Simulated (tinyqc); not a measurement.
Inputs raised by 10 %, one at a time: lateral field, substrate current, probability of reaching the oxide barrier and hot-carrier lifetime of a silicon transistor (pseudo-two-dimensional and lucky-electron models). Computed by tinyqc, a small Python program. Command: `OMP_NUM_THREADS=1 python tinyqc.py 3002448 3002449 out.jsonl hotcar sens`. One thread of a shared host (Intel(R) Xeon(R) Processor @ 2.30GHz), about 0.01 s of CPU time with the checks.

Local-field models: a lucky carrier gains its energy at the peak field over a path free of collisions. Voltages are magnitudes.

Inputs (values chosen for the exercise, modelled on a silicon n-channel): channel length L = 390 nm; oxide thickness t = 7.3 nm; junction depth x_j = 99 nm; mobility mu = 300 cm^2/(V s); saturation velocity v_s = 0.89 1e7 cm/s; threshold voltage V_T = 0.54 V; gate voltage V_G = 1.5 V; drain voltage V_D = 2.2 V; ionisation prefactor A_i = 1.9e+06 1/cm; ionisation field B_i = 1.69 MV/cm; hot-carrier mean free path lambda = 8.6 nm; oxide barrier phi_b = 3.1 eV; interface-trap threshold phi_it = 3.6 eV; lifetime constant H = 7 s microampere/micrometre.

Drain: abrupt.

Constants: eps_0 = 8.8541878128e-12 F/m.

Method:
- C_ox = 3.9 eps_0/t; F_sat = 2 v_s/mu; V_Dsat = V_ov F_sat L/(V_ov + F_sat L), V_ov = V_G - V_T; I_D/W = C_ox v_s (V_ov - V_Dsat).
- Scale length l = 0.22 t^(1/3) x_j^(1/2) (all in cm); F_m = sqrt(((V_D - V_Dsat)/l_e)^2 + F_sat^2), with l_e = l; length of the velocity-saturated region l_e ln((V_D - V_Dsat)/(l_e F_sat) + F_m/F_sat).
- Substrate current I_sub/I_D = (A_i/B_i)(V_D - V_Dsat) exp(-B_i/F_m); probability of reaching the oxide barrier exp(-phi_b/(e lambda F_m)); lifetime tau = (H/(I_D/W)) exp(phi_it/(e lambda F_m)).
- V_10 solves tau = 3.156e8 s at the given V_G. The extrapolation fits ln(tau) against 1/V_D at 1, 1.08, 1.16 and 1.25 times the given V_D (rounded to 3 digits) by least squares and reads off the same tau.

Runs; columns: (1) input moved; (2) from; (3) to; (4) peak field F_m (kV/cm); (5) substrate current I_sub/W (microampere/micrometre); (6) drain current I_D/W (microampere/micrometre); (7) ten-year drain voltage V_10 (V):
```
(1)                                      (2)    (3)     (4)      (5)     (6)     (7)
base run                                   -      -  251.22  0.24282  118.51  1.7831
oxide thickness t (nm)                   7.3   8.03  243.81  0.17993  107.73  1.8241
gate voltage V_G (V)                     1.5   1.65  240.06  0.21639  151.49  1.8414
drain voltage V_D (V)                    2.2   2.42  285.64  0.62518  118.51  1.7831
ionisation field B_i (MV/cm)            1.69  1.859  251.22  0.11265  118.51  1.7831
hot-carrier mean free path lambda (nm)   8.6   9.46  251.22  0.24282  118.51  1.6708
mobility mu (cm^2/(V s))                 300    330  253.03  0.27575  126.64  1.7708
threshold voltage V_T (V)               0.54  0.594  255.50  0.25056  107.32  1.7611
```

Exponents ln(y'/y) / ln(x'/x):
```
input                              peak field F_m  substrate current I_sub/W  drain current I_D/W  ten-year drain voltage V_10
oxide thickness t                          -0.314                     -3.145               -1.000                        0.239
gate voltage V_G                           -0.477                     -1.209                2.577                        0.338
drain voltage V_D                           1.347                      9.922                0.000                        0.000
ionisation field B_i                        0.000                     -8.058                0.000                        0.000
hot-carrier mean free path lambda           0.000                      0.000                0.000                       -0.683
mobility mu                                 0.075                      1.334                0.697                       -0.072
threshold voltage V_T                       0.177                      0.329               -1.040                       -0.130
```

Which inputs matter most for each result?

Among the inputs moved here: peak field F_m answers most in size to drain voltage V_D (exponent +1.347), next to gate voltage V_G (-0.477); its exponent is below 0.0005 for ionisation field B_i, hot-carrier mean free path lambda. Its exponent -0.314 in oxide thickness t: l grows as t^(1/3). Substrate current I_sub/W answers most in size to drain voltage V_D (exponent +9.922), next to ionisation field B_i (-8.058); its exponent is below 0.0005 for hot-carrier mean free path lambda. Drain current I_D/W answers most in size to gate voltage V_G (exponent +2.577), next to threshold voltage V_T (-1.040); its exponent is below 0.0005 for drain voltage V_D, ionisation field B_i, hot-carrier mean free path lambda. Its exponent -1.000 in oxide thickness t: the current follows C_ox. Ten-year drain voltage V_10 answers most in size to hot-carrier mean free path lambda (exponent -0.683), next to gate voltage V_G (+0.338); its exponent is below 0.0005 for drain voltage V_D, ionisation field B_i.

Caution (all rows): the empirical formula for l was fitted to oxides of about 15 nm or more; for thinner ones it is an extrapolation. Caution (all rows): e V_D is below phi_b or phi_it, so the available energy, not the field, limits hot carriers, and the lucky-electron formulas overstate them.

Extremes, crossings and ranges named in words are read from the listed rows.
